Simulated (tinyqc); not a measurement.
# Two-diode model of a solar cell: effects of single changes

J is the current delivered and Vj = V + J Rs the junction voltage. J = X JL - J01 (exp(Vj/(n1 Vt)) - 1) - J02 (exp(Vj/(2 Vt)) - 1) - Vj/Rp. The photocurrent does not depend on voltage.

Parameters, values chosen for the exercise; values of the order met in cells of cadmium telluride: temperature T = 323 K; photocurrent at one sun JL = 25.6 mA/cm^2; concentration X = 10 suns; saturation current of the first diode J01 = 3.9e-15 A/cm^2; ideality factor of the first diode n1 = 1; series resistance Rs = 0 ohm cm^2; shunt resistance Rp = 200 ohm cm^2; incident power at one sun Pin = 100 mW/cm^2; saturation current of the second diode (ideality 2) J02 = 7.5e-9 A/cm^2.

Constants: q = 1.602176634e-19 C, kB = 1.380649e-23 J/K, Vt = kB T/q. Results are converted to the units shown.

Each table varies one quantity; the others keep the values above.

## Effect of the series resistance

Jsc at V = 0, Voc at J = 0, the maximum power point where J (1 + 2 Rs G) = G Vj with G = -dJ/dVj; FF = Vmp Jmp/(Voc Jsc); efficiency Vmp Jmp/(X Pin). Empirical fill factor without parasitics FF0 = (v - ln(v + 0.72))/(v + 1), v = Voc/(n1 Vt).

The same in every row: Voc (V) = 0.8784; FF0 = 0.8626.

Effect of the series resistance:
```
Rs (ohm cm^2)  Jsc (mA/cm^2)  Vmp (V)  Jmp (mA/cm^2)      FF  efficiency (%)
0                      256.0   0.7729          239.6  0.8236           18.52
0.005                  256.0   0.7718          239.6  0.8224           18.49
0.011                  256.0   0.7705          239.6  0.8209           18.46
0.025                  256.0   0.7674          239.5  0.8173           18.38
0.055                  255.9   0.7609          239.3  0.8098           18.21
0.12                   255.8   0.7468          238.8  0.7936           17.83
0.27                   255.7   0.7148          237.6  0.7562           16.98
0.6                    255.2   0.6469          234.1  0.6755           15.15
```

What does the table show?

As Rs goes from 0 to 0.6, Voc stays at 0.878 V, FF falls from 0.824 to 0.676 and the efficiency falls from 18.5 to 15.1 %. Voc does not depend on Rs, since no current flows through it at open circuit; between the first two rows FF drops by 1.05 times rs = Rs Jsc/Voc in relative terms.

## Effect of the concentration

Same model as above.

Result of one run:
```
X (suns)  Jsc (mA/cm^2)  Voc (V)  Vmp (V)  Jmp (mA/cm^2)      FF  efficiency (%)     FF0
300                7680   0.9790   0.8796           7414  0.8674           21.74  0.8734
```

What becomes of these results when the concentration X is changed from 300 to 0.04 suns, all else the same?

Result of the changed run:
```
X (suns)  Jsc (mA/cm^2)  Voc (V)  Vmp (V)  Jmp (mA/cm^2)      FF  efficiency (%)     FF0
0.04              1.024   0.2047   0.1024         0.5120  0.2501           1.311  0.6303
```

The whole series:
```
X (suns)  Jsc (mA/cm^2)  Voc (V)  Vmp (V)  Jmp (mA/cm^2)      FF  efficiency (%)     FF0
0.01             0.2560  0.05120  0.02560         0.1280  0.2500          0.3277  0.3168
0.04              1.024   0.2047   0.1024         0.5120  0.2501           1.311  0.6303
0.1               2.560   0.5000   0.2556          1.281  0.2558           3.275  0.7929
0.5               12.80   0.7592   0.6194          9.175  0.5849           11.37  0.8468
2                 51.20   0.8232   0.7064          44.82  0.7513           15.83  0.8557
6                 153.6   0.8619   0.7538          141.9  0.8078           17.82  0.8606
20                512.0   0.8999   0.7969          485.0  0.8389           19.33  0.8650
80                 2048   0.9410   0.8408           1965  0.8574           20.66  0.8695
300                7680   0.9790   0.8796           7414  0.8674           21.74  0.8734
```

As X goes from 0.01 to 300, Voc rises from 0.0512 to 0.979 V, FF rises from 0.250 to 0.867 and the efficiency rises from 0.328 to 21.7 %. Voc gains 66.1 mV a decade at the top and 255 mV at the bottom (n1 Vt ln 10 = 64.1 mV). For X = 0.01, 0.04 v is below 10, outside the range of the formula for FF0. For X = 0.01, 0.04, 0.1 the shunt carries over 0.3 of the photocurrent at open circuit, so it pulls Voc down and FF towards the 1/4 of a resistor.

Numbers from tinyqc (`OMP_NUM_THREADS=1 python tinyqc.py 2280013 2280014 out.jsonl`; about 0.01 s on one thread of a shared Intel Xeon 2.30GHz).
